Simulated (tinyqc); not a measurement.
Temperature and isotope dependence of a band gap in oscillator models, step by step. Values are carried at full precision from step to step, so a last printed digit may differ when a step is redone from the rounded ones.

E(T) = E0 - sum_i sl_i th_i n_i(T), n = 1/(exp(th/T) - 1). The same coupling lowers the gap at 0 K by the zero-point term ZP = sum_i sl_i th_i/2, so the gap of the static lattice is E0 + ZP. Thermal expansion is taken as part of the slopes.

Values chosen for the exercise (near those of diamond; not measured data):

| symbol | value | unit | meaning |
|---|---|---|---|
| E0 | 5.492 | eV | gap at 0 K |
| th | (460, 1649) | K | temperatures of two oscillators |
| sl | (0.2512, 0.3198) | meV/K | their high-temperature slopes |
| T | 600 | K | temperature |
| M | 12.02 | u | mean atomic mass |
| dM | 0.55 | u | change of the mean mass (not bounded by the natural isotopes) |
| T12 | (1230, 3010) | K | temperatures of the fits |

## The gap at T

Give the occupations, the two terms, the gap, ZP and the static gap.

n_i: 0.86762  0.06842

terms (meV): 100.255  36.079

E(T) = 5.3557 eV
ZP = 321.45 meV
static gap = 5.8135 eV

The thermal fall, 136.3 meV, is smaller than the zero-point term, 321.5 meV; the soft oscillator supplies 74 % of the fall but 18 % of ZP. A calculation with clamped ions should be compared with the static gap.

## Slope and asymptote

dE/dT = -sum sl_i (th_i/T)^2 n_i (1 + n_i). At high T, n -> T/th - 1/2, so E -> E0 + ZP - (sum sl_i) T. Give the slope, its ratio to the limit, and the value at 0 K of the tangent drawn at T.

dE/dT = -0.4158 meV/K
ratio to the limiting slope = 0.7282
intercept of the tangent = 5.6052 eV
intercept - E0 = 113.16 meV

The tangent recovers 35 % of ZP: the extrapolation works only from T well above the higher oscillator (1649 K).

## Isotope effect

With M -> M + dM the oscillator temperatures scale as M^(-1/2) and the slopes stay. Give th, ZP, E0 (static gap fixed) and E(T) for the new mass, and the linear rule dE0 = ZP dM/(2 M).

th (K): 449.82  1612.52

ZP = 314.340 meV
shift of E0 = 7.111 meV
linear rule = 7.354 meV
shift of E(T) = 4.575 meV

The heavier crystal has the wider gap. At 600 K 64 % of the shift at 0 K is left; it fades at high T, where the motion is classical and the mean-square amplitude no longer depends on mass.

## Two common fits

Two-parameter forms are made to pass through the falls at the two temperatures T12: Varshni aV T^2/(T + bV), from the line T^2/fall = (T + bV)/aV; one oscillator s1 t1/(exp(t1/T) - 1), with t1 from the ratio of the falls.

Give the falls and the parameters.

falls (meV): 441.6952  1422.6857

aV = 0.6048 meV/K
bV = 842 K
t1 = 1040.4 K
s1 = 0.5646 meV/K
ZP of the one-oscillator fit = 293.7 meV

The limiting slope of the model is 0.5710 meV/K; Varshni puts it +6 % off and one oscillator -1 %. The ZP of the fit differs from the true one by -27.7 meV.

## Checks

- Slope by finite differences against the formula (meV/K): both 0.41582.
- Fall at 20 times the higher oscillator temperature against the asymptote (meV): 18512 against 18510.

tinyqc: `OMP_NUM_THREADS=1 python tinyqc.py 1881215 1881216 out.jsonl`; about 0.01 s, one thread, shared Intel(R) Xeon(R) Processor @ 2.30GHz.
